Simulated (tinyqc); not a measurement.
## Trap density from the capacitance step

Problem. A junction with shallow donors Nd and a deep trap has C_HF = eps0 eps_r/W and C_LF = eps0 eps_r (Nd + Nt)/(Nd W + Nt xt), xt = W - lam. Find W, xt and Nt.

Parameters, values chosen for the exercise:
```
symbol,value,unit,meaning
eps_r,11.7,,relative permittivity
Nd,9.1e16,cm^-3,shallow donor density
```

Constants: eps0 = 8.8541878128e-14 F/cm where lengths are in cm. Results are converted to the units shown.

C_HF = 97.145664 nF/cm^2
C_LF = 99.183515 nF/cm^2
lam = 38.442238 nm

Solution. C_HF gives W. With y = C_LF/C_HF, Nt/Nd = (y - 1)/(1 - y xt/W).

W = 107 nm
xt = 68.2 nm
Nt = 5.50e15 cm^-3

Numbers from tinyqc (`OMP_NUM_THREADS=1 python tinyqc.py 2050111 2050112 out.jsonl`; about 0.01 s on one thread of a shared Intel Xeon 2.30GHz).
